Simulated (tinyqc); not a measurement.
# Changing the total pressure p

Model: chemical vapour deposition: Grove model, boundary layer, depletion and step coverage. Computed by tinyqc, a small Python program. Command: `OMP_NUM_THREADS=1 python tinyqc.py 3030787 3030788 out.jsonl cvd sweep`. One thread of a shared host (Intel(R) Xeon(R) Processor @ 2.30GHz), about 0.03 s of CPU time with the checks.

A precursor diffuses to the surface and reacts there at first order; each molecule that reacts adds one formula unit of film.

Inputs (values chosen for the exercise, close to those used for silicon nitride (counted as SiN4/3)):
```
quantity                                     value                unit
prefactor k0 of k_s                          1e+09                cm/s
activation energy E                           1.88                  eV
temperature T                                  720                   C
mole fraction of the precursor Y             0.053                   -
gas diffusivity D0 at 273.15 K and 760 torr    0.5              cm^2/s
film density N                               4e+22  formula units/cm^3
precursor mass M                               101                   u
trench width w                                0.21                  um
aspect ratio of the trench                      60                   -
wafer radius R                                 7.5                  cm
wafer spacing s                                1.1                  cm
```

Reactor: wafer stack, low pressure.

Constants: k_B = 1.380649e-23 J/K; u = 1.6605390666e-27 kg; k_B = 8.617333262e-05 eV/K.

Method:
- k_s = k0 exp(-E/(k_B T)); C_g = Y p/(k_B T), 1 torr = 133.322 Pa; D = D0 (T/273.15)^1.75 (760/p).
- Temperatures in kelvin are T(C) + 273.15.
- Mean speed c = sqrt(8 k_B T/(pi M)); reactive sticking probability beta = 4 k_s/c.
- Between two wafers the gas diffuses inward and reacts on both faces: (D/r) d/dr (r dC/dr) = 2 k_s C/s, so C(r)/C_g = I0(phi r/R)/I0(phi) with phi^2 = 2 k_s R^2/(s D); G(r) = k_s C(r)/N, 1 cm/s = 6e8 nm/min; the mean over the wafer is eta = 2 I1(phi)/(phi I0(phi)).
- In a long trench of width w and depth l = aspect ratio x w: Knudsen diffusivity D_K = (2w) c/3 (hydraulic diameter 2w), combined as 1/D_e = 1/D_K + 1/D; D_e d2C/dz2 = 2 k_s C/w with D_e dC/dz = -k_s C at the floor. With m = sqrt(2 k_s/(w D_e)): C(floor)/C(top) = 1/[cosh(m l) + (k_s/(D_e m)) sinh(m l)].

One run for each value; columns: (1) total pressure p (torr); (2) growth rate G at the edge (nm/min); (3) rate at the centre over rate at the edge; (4) step coverage; (5) gas diffusivity D (cm^2/s):
```
(1)        (2)      (3)      (4)         (5)
0.0085  0.0189  0.99998  0.96629  4.2799e+05
0.0160  0.0357  0.99997  0.96629  2.2737e+05
0.0320  0.0713  0.99994  0.96629  1.1369e+05
0.0610  0.1359  0.99988  0.96628  5.9639e+04
0.1200  0.2674  0.99976  0.96628  3.0316e+04
0.2300  0.5126  0.99953  0.96628  1.5817e+04
0.4400  0.9806  0.99911  0.96628  8.2681e+03
0.8500  1.8943  0.99828  0.96628  4.2799e+03
```

What does the table show, and why?

Over the rows, growth rate G at the edge (nm/min) rises from 0.0189 to 1.89 (exponent d ln y / d ln x about 1.0 throughout); rate at the centre over rate at the edge falls from 0.99998 to 0.99828; step coverage falls from 0.9662852 to 0.9662804. The exponent of growth rate G at the edge stays at 1: reaction control: C_g is proportional to p.

Caution (rows 0.00850, 0.0160, 0.0320, 0.0610, 0.120, 0.230, 0.440): the mean free path 3D/c is comparable with or larger than the wafer spacing, where wall collisions cap D near (2s) c/3 and the lag is larger than computed. Caution (all rows): the hydraulic-diameter form of D_K is rough for a slit.
